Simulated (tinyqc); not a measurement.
Worked calculation: Hubbard ring of 3 sites. Computed by tinyqc, a small Python program that keeps every step. Settings: hopping = 1.66, U = 0.7, mixing = 0.5, iteration cap = 71. Command: `OMP_NUM_THREADS=1 python tinyqc.py 25174 25175 out.jsonl` (the two numbers bound the seeds that draw the settings). One thread of a shared host (Intel(R) Xeon(R) Processor @ 2.60GHz), about 0.3 s of CPU time with the checks. Later iterations appear only in the table of the cycle.

## Mean-field iteration 1

one-body matrix (hopping and site energies) (eV):
```
           1          2          3
1  -0.690000  -1.660000  -1.660000
2  -1.660000   0.540000  -1.660000
3  -1.660000  -1.660000  -0.960000
```

U = 0.700000 eV

electrons, up and down: 2  1

mixing = 0.500000

n(up) at the start (a guess, not normalised): 1 0.717000, 2 0.617000, 3 0.717000

n(down) at the start (a guess): 1 0.283000, 2 0.383000, 3 0.283000

H(up) = T + U n(down), H(down) = T + U n(up); fill the lowest levels; n(new) = n + mixing (n(out) - n); E = tr T (rho up + rho down) + U sum n_up n_down of the output.

levels, up (eV): -3.554233  1.032243  2.076290

levels, down (eV): -3.282467  1.335361  2.272806

energy = -6.188662 eV

n(up) after iteration 1: 1 0.786733, 2 0.422909, 3 0.815857

n(down) after iteration 1: 1 0.321989, 2 0.308133, 3 0.344378

## Mean-field iteration 2

As before.

levels, up (eV): -3.538646  1.067104  2.043692

levels, down (eV): -3.269737  1.393535  2.184052

energy = -6.193148 eV

n(up) after iteration 2: 1 0.819750, 2 0.328644, 3 0.864356

n(down) after iteration 2: 1 0.339358, 2 0.277191, 3 0.370701

## Convergence

Each step fills the lowest levels of T + U n(other spin) and sets n(new) = n + mixing (n(out) - n); stop when output and input agree to 1e-8.

Course of the cycle:
```
iteration       E (eV)  largest |n(out) - n(in)|  mean |n_up - n_down|
1          -6.18866151                  3.88e-01              0.336298
2          -6.19314800                  1.89e-01              0.341247
3          -6.19420807                  9.19e-02              0.344019
4          -6.19445591                  4.49e-02              0.345528
5          -6.19451406                  2.21e-02              0.346339
6          -6.19452785                  1.09e-02              0.346773
7          -6.19453118                  5.40e-03              0.347004
8          -6.19453199                  2.69e-03              0.347128
9          -6.19453219                  1.35e-03              0.347193
10         -6.19453225                  6.78e-04              0.347228
11         -6.19453226                  3.43e-04              0.347247
...                ...                       ...                   ...
17         -6.19453226                  6.21e-06              0.347268
18         -6.19453226                  3.22e-06              0.347268
19         -6.19453226                  1.68e-06              0.347268
20         -6.19453226                  8.75e-07              0.347268
21         -6.19453226                  4.58e-07              0.347268
22         -6.19453226                  2.40e-07              0.347268
23         -6.19453226                  1.26e-07              0.347268
24         -6.19453226                  6.64e-08              0.347268
25         -6.19453226                  3.50e-08              0.347268
26         -6.19453226                  1.85e-08              0.347268
27         -6.19453226                  9.77e-09              0.347268
```

local moments n_up - n_down: 1 0.497371, 2 -0.020903, 3 0.523531

Converged in 27 iterations. Before convergence this energy mixes input and output and is not variational, so it may rise towards its limit.

## The many-body Hamiltonian

Basis: all placements (u, d, 2, 0 on each site), up operators ordered before down ones; hops carry the sign of the same-spin electrons passed.

H (eV):
```
           2u0        u20        uud        20u        udu        u02        duu        02u
2u0  -0.140000  -1.660000  -1.660000  -1.660000   0.000000   0.000000   1.660000   0.000000
u20  -1.660000   1.090000  -1.660000   0.000000  -1.660000   0.000000   0.000000   1.660000
uud  -1.660000  -1.660000  -1.110000   0.000000   0.000000  -1.660000   0.000000   0.000000
20u  -1.660000   0.000000   0.000000  -1.640000  -1.660000  -1.660000  -1.660000   0.000000
udu   0.000000  -1.660000   0.000000  -1.660000  -1.110000  -1.660000   0.000000  -1.660000
u02   0.000000   0.000000  -1.660000  -1.660000  -1.660000  -1.910000   0.000000   0.000000
duu   1.660000   0.000000   0.000000  -1.660000   0.000000   0.000000  -1.110000  -1.660000
02u   0.000000   1.660000   0.000000   0.000000  -1.660000   0.000000  -1.660000   0.820000
0u2   0.000000   0.000000   1.660000   0.000000   0.000000  -1.660000  -1.660000  -1.660000

           0u2
2u0   0.000000
u20   0.000000
uud   1.660000
20u   0.000000
udu   0.000000
u02  -1.660000
duu  -1.660000
02u  -1.660000
0u2  -0.680000
```

## Exact diagonalisation (9 states)

Lowest levels of the sector, and the double occupancy of the lowest state.

lowest levels (eV): -6.202013  -5.299691  -1.486121  -1.110000  -0.731597  -0.410579

double occupancy per site = 0.231093

The mean-field solution above lies 0.0075 eV above the exact energy.

## The lowest level by Lanczos steps

From a random start vector (not printed): a_j = <q_j|H|q_j>, b_j = norm of the remainder after orthogonalising; the Ritz value is the lowest eigenvalue of the tridiagonal matrix of a and b so far.

Lanczos:
```
j   a_j (eV)  b_j (eV)  lowest Ritz value (eV)
1  -2.373393  3.004966             -2.37339301
2  -2.321817  3.441266             -5.35268166
3   2.045501  1.494561             -6.15430281
4   0.460205  2.347650             -6.18826669
5   0.365996  3.860313             -6.19335585
6  -1.736353  1.369512             -6.20047914
7  -0.517562  0.473147             -6.20199931
8  -0.976838  0.065712             -6.20201331
9  -0.735738         0             -6.20201332
```
